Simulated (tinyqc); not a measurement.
Thermal RC ladder, step response: course of the time stepping.

A ladder of 3 nodes: R_i joins node i to node i + 1, the last R to the ambient; C_i is the heat capacity of node i; theta is the rise above ambient, zero at t = 0. d theta/dt = -A theta + b with b = (Pw/C_1, 0, ...), times in ms.

A = C^(-1) K, K_ii = 1/R_(i-1) + 1/R_i (no first term for node 1), K_(i,i+1) = K_(i+1,i) = -1/R_i.

Explicit Euler: theta(new) = theta + dt (b - A theta).

Sixteen steps, against the exact rise Pw Z(t); the run counts as sound if the error in the last step is under 5 % of the exact rise. The time constants tau_k are the inverse eigenvalues of A; the rise of node 1 per watt is Z(t) = sum_k r_k (1 - exp(-t/tau_k)), with r_k = v_k1^2 tau_k/C_1 and v_k the unit eigenvectors of C^(-1/2) K C^(-1/2).

Values chosen for this exercise:
- R = [1.8, 0.31, 1.8] K/W (resistances, junction to ambient)
- C = [0.94, 3, 33] mJ/K (heat capacities of the nodes)
- Pw = 7.4 W (power at node 1 from t = 0)
- dt = 2 ms (time step)

Course of the iteration:

| step | t (ms) | theta_1 (K) | exact (K) | error (K) |
|---|---|---|---|---|
| 1 | 2 | 15.7447 | 9.61559 | 6.13 |
| 2 | 4 | 12.8786 | 13.3013 | -0.423 |
| 3 | 6 | 20.2932 | 14.9284 | 5.36 |
| 4 | 8 | 7.20537 | 15.7814 | -8.58 |
| 5 | 10 | 33.5845 | 16.3358 | 17.2 |
| 6 | 12 | -16.1452 | 16.7706 | -32.9 |
| 7 | 14 | 80.7937 | 17.1537 | 63.6 |
| 8 | 16 | -105.008 | 17.5107 | -123 |
| 9 | 18 | 254.150 | 17.8517 | 236 |
| 10 | 20 | -437.149 | 18.1805 | -455 |
| 11 | 22 | 896.311 | 18.4988 | 878 |
| 12 | 24 | -1673.05 | 18.8073 | -1690 |
| 13 | 26 | 3280.37 | 19.1067 | 3260 |
| 14 | 28 | -6266.62 | 19.3971 | -6290 |
| 15 | 30 | 12136.4 | 19.6790 | 1.21e4 |
| 16 | 32 | -23335.1 | 19.9525 | -2.34e4 |

Did this iteration meet its convergence test, and what does its course show?

No. The error alternates in sign and grows by a factor of about 1.93 a step. The step is 2.93 times the fastest time constant, 0.683 ms, and explicit Euler multiplies that mode by 1 - dt/tau = -1.93; it is stable only for dt < 2 tau. A rerun with dt = 0.7 ms ends 0.11 % above the exact rise at t = 32.2 ms.

tinyqc, about 0.01 s, one thread, Intel Xeon 2.30GHz (shared host): `OMP_NUM_THREADS=1 python tinyqc.py 2520011 2520012 out.jsonl`
